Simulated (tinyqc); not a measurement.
MOS inversion layer, Poisson-Schroedinger loop: two steps of the calculation.

Electrons confined at an insulator interface at z = 0, treated as a hard wall; parabolic valleys, Hartree approximation, no image or exchange terms. The depletion charge lies far deeper than the electrons and gives a uniform field q Nd/(eps0 eps_r); the gate balances all charge. Energies are counted from the band edge at the interface.

Inputs (values chosen for the exercise); masses and permittivity close to those of silicon (100):
- T = 77 K (temperature)
- eps_r = 11.6 (relative permittivity)
- mz1 = 0.923 m0 (mass along z of valley set A (2 valley(s)))
- md1 = 0.189 m0 (in-plane density-of-states mass of set A)
- mz2 = 0.187 m0 (mass along z of valley set B (4 valley(s)))
- md2 = 0.41 m0 (in-plane density-of-states mass of set B)
- Ns = 1.2e12 cm^-2 (sheet density of electrons)
- dE = 0 eV (extra shift of set B (strain))
- hz = 1.2 nm (mesh step)
- a = 0.3 (mixing factor)

Constants: q = 1.602176634e-19 C, kB = 1.380649e-23 J/K, hbar = 1.054571817e-34 J s, m0 = 9.1093837015e-31 kg, Vt = kB T/q, eps0 = 8.8541878128e-14 F/cm where lengths are in cm, hbar^2/(2 m0) = 0.0380998212 eV nm^2. Results are converted to the units shown.

Problem 1. Density, output potential and mixing. n_i = sum_k N_k |psi_k|^2 (converted to cm^-3). Hartree part by Gauss: on the interval before node i the electrons still beyond are S_i = Ns - hz sum_(j<i) n_j, and U_i = U_(i-1) + q S_i hz/(eps0 eps_r) in eV, U_0 = 0 at the interface. Mixing: U(new) = U + a (U(out) - U).

columns A: node; B: z (nm); C: self-consistent potential U at the start (eV); D: |psi|^2 of A1 (1/nm); E: |psi|^2 of A2 (1/nm); F: |psi|^2 of B1 (1/nm); G: |psi|^2 of B2 (1/nm)
```
A      B  C           D           E           F           G
1    1.2  0  0.27430839  0.21119393  0.06618138  0.06205930
2    2.4  0  0.35195439  0.00950014  0.17668685  0.10494366
3    3.6  0  0.16005386  0.15801759  0.21687638  0.04000157
4    4.8  0  0.03981432  0.26960834  0.17696985  0.00086832
5      6  0  0.00640586  0.13972928  0.10902517  0.06047915
6    7.2  0  0.00072977  0.03791029  0.05401442  0.14056995
7    8.4  0  0.00006235  0.00651542  0.02234568  0.16227867
8    9.6  0  0.00000416  0.00078317  0.00791543  0.12728980
9   10.8  0  0.00000022  0.00007002  0.00244441  0.07611108
10    12  0  0.00000001  0.00000486  0.00066710  0.03677854
11  13.2  0  0.00000000  0.00000027  0.00016259  0.01486758
12  14.4  0  0.00000000  0.00000001  0.00003566  0.00513238
13  15.6  0  0.00000000  0.00000000  0.00000705  0.00152080
14  16.8  0  0.00000000  0.00000000  0.00000122  0.00037306
15    18  0  0.00000000  0.00000000  0.00000015  0.00005948
```

N_k (cm^-2): A1 1.0365446e12, A2 3.2652062e10, B1 1.3069525e11, B2 1.0807670e8

Wanted: n; U(out); U after round 1.

Solution 1.

```
node  n (1e18 cm^-3)  U(out) (eV)  U after round 1 (eV)
1              2.999      0.02246               0.00674
2              3.882      0.03819               0.01146
3              1.994      0.04520               0.01356
4              0.732      0.04772               0.01432
5              0.255      0.04860               0.01458
6              0.091      0.04891               0.01467
7              0.032      0.04902               0.01471
8              0.011      0.04906               0.01472
9              0.003      0.04907               0.01472
10             0.001      0.04907               0.01472
11             0.000      0.04907               0.01472
12             0.000      0.04907               0.01472
13             0.000      0.04907               0.01472
14             0.000      0.04907               0.01472
15             0.000      0.04907               0.01472
```

Problem 2. Converged levels, occupations and centroid. Tridiagonal Hamiltonian with psi = 0 one step beyond both ends: H_ii = C (1/m_(i-1/2) + 1/m_(i+1/2))/hz^2 + V0_i + U_i (+ dE for the set B), H_(i,i+1) = -C/(m_(i+1/2) hz^2), C = hbar^2/(2 m0). The lowest 2 level(s) of each valley set are kept, normalised to hz sum |psi|^2 = 1. The mass is the same on all intervals.

Level k holds N_k = D_k Vt ln(1 + exp((EF - E_k)/Vt)) with D = 2 md1 m0 q/(pi hbar^2) for the set A, D = 4 md2 m0 q/(pi hbar^2) for the set B per eV (spin included); EF is fixed by sum N_k = Ns.

Solve for the levels with V0 + U, find EF, n_i = sum_k N_k |psi_k|^2 (in cm^-3); share of each level N_k/Ns; centroid sum n z/sum n.

```
node  z (nm)  fixed potential V0 (eV)  converged U (eV)
1        1.2               0.01216741       0.022462868
2        2.4               0.02433483       0.034297052
3        3.6               0.03650224       0.038070694
4        4.8               0.04866966       0.039134211
5          6               0.06083707       0.039462667
6        7.2               0.07300448       0.039573186
7        8.4               0.08517190       0.039610285
8        9.6               0.09733931       0.039621958
9       10.8               0.10950672       0.039625309
10        12               0.12167414       0.039626182
11      13.2               0.13384155       0.039626389
12      14.4               0.14600897       0.039626434
13      15.6               0.15817638       0.039626442
14      16.8               0.17034379       0.039626444
15        18               0.18251121       0.039626444
```

Find: levels; EF; shares; n; centroid.

Solution 2.

levels (eV): A1 0.06718, A2 0.09817, B1 0.10032, B2 0.14867
EF = 0.071510 eV
shares (%): A1 93.545, A2 1.557, B1 4.894, B2 0.003
n, node 1 to 15 (in units of 1e18 cm^-3): 4.7317  3.5884  1.2065  0.3272  0.0970  0.0327  0.0113  0.0037  0.0011  0.0003  0.0001  0.0000  0.0000  0.0000  0.0000
centroid = 2.1169 nm

Numbers from tinyqc (`OMP_NUM_THREADS=1 python tinyqc.py 2160114 2160115 out.jsonl`; about 0.9 s on one thread of a shared Intel Xeon 2.30GHz).
